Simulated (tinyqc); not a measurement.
Inside a calculation. Model: minority carriers and saturation current of a heavily doped emitter.

Numbers from tinyqc (`OMP_NUM_THREADS=1 python tinyqc.py 2330036 2330037 out.jsonl`; about 0.01 s on one thread of a shared Intel Xeon 2.30GHz). Printed values are rounded.

n-type, parabolic bands, full ionisation. eta = (EF - Ec)/kB T solves N = Nc F12(eta), F12(x) = (2/sqrt(pi)) int_0^infinity sqrt(u)/(1 + exp(u - x)) du. The gap shrinks rigidly by dEg = a3 y^(1/3) + a4 y^(1/4) + a2 y^(1/2), y = N/1e18 cm^-3, an empirical law that is here taken as the true narrowing.

Values chosen for this exercise; band and dielectric values close to those of silicon:
- T = 300 K (temperature)
- Eg = 1.12 eV (band gap)
- Nc = 2.79e19 cm^-3 (conduction-band density of states at 300 K)
- Nv = 2.68e19 cm^-3 (valence-band density of states at 300 K)
- N = 5.6e19 cm^-3 (ionised donor density)
- a3 = 10.6 meV (coefficient of (N/1e18)^(1/3))
- a4 = 12.8 meV (coefficient of (N/1e18)^(1/4))
- a2 = 4.9 meV (coefficient of (N/1e18)^(1/2))
- mup = 230 cm^2/(V s) (minority-hole mobility)
- Cn = 2.5e-31 cm^6/s (Auger coefficient)
- ts = 0.41 us (defect lifetime)
- W = 770 nm (emitter width)
- S = 3.4e6 cm/s (recombination velocity at the contact)

Constants: q = 1.602176634e-19 C, kB = 1.380649e-23 J/K, Vt = kB T/q. Results are converted to the units shown.

Range of the model: Band tails, non-parabolic bands and incomplete ionisation are left out.

## Iteration 1: Fermi level

eta at the start (Boltzmann value) = 0.6967

Newton step on ln F12(eta) = ln(N/Nc): eta(new) = eta - ln(Nc F12/N) F12/Fm, Fm(x) = dF12/dx = (1/sqrt(pi)) int_0^infinity u^(-1/2)/(1 + exp(u - x)) du.

F12 = 1.28455
Fm = 0.892843
eta after iteration 1 = 1.33882

## Course of the iteration

Stop when eta changes by less than 1e-9.

Course of the iteration:
```
iteration      eta   change
1          1.33882    0.642
2          1.38729   0.0485
3          1.38755  2.70e-4
4          1.38755  8.30e-9
5          1.38755  < 1e-13
```

Converged in 5 iterations.

## Effective intrinsic density

converged eta = 1.38755

ni = sqrt(Nc Nv) exp(-Eg/(2 Vt)), Eg in volts; degeneracy factor g = F12(eta) exp(-eta); nie^2 = ni^2 exp(dEg/kB T) g, p0 = nie^2/N; apparent narrowing dEg + kB T ln g.

ni = 1.06975e10 cm^-3
dEg = 112.238 meV
g = 0.501160
apparent narrowing = 94.3783 meV
nie = 6.63783e10 cm^-3
p0 = 78.6800 cm^-3

Narrowing multiplies p0 by 76.8 and degeneracy by 0.501.

## Saturation current

1/tau = Cn N^2 + 1/ts, D = mup Vt, L = sqrt(D tau); J0 = (q p0 D/L)(s + tanh(W/L))/(1 + s tanh(W/L)), s = S L/D; the share recombining inside is 1 - 1/[cosh(W/L)(1 + tanh(W/L)/s)].

tau = 1.27155 ns
L = 869.518 nm
s = 49.7205
J0 = 1198.84 fA/cm^2
share recombining inside = 30.4895 %

Bulk and contact share the loss.
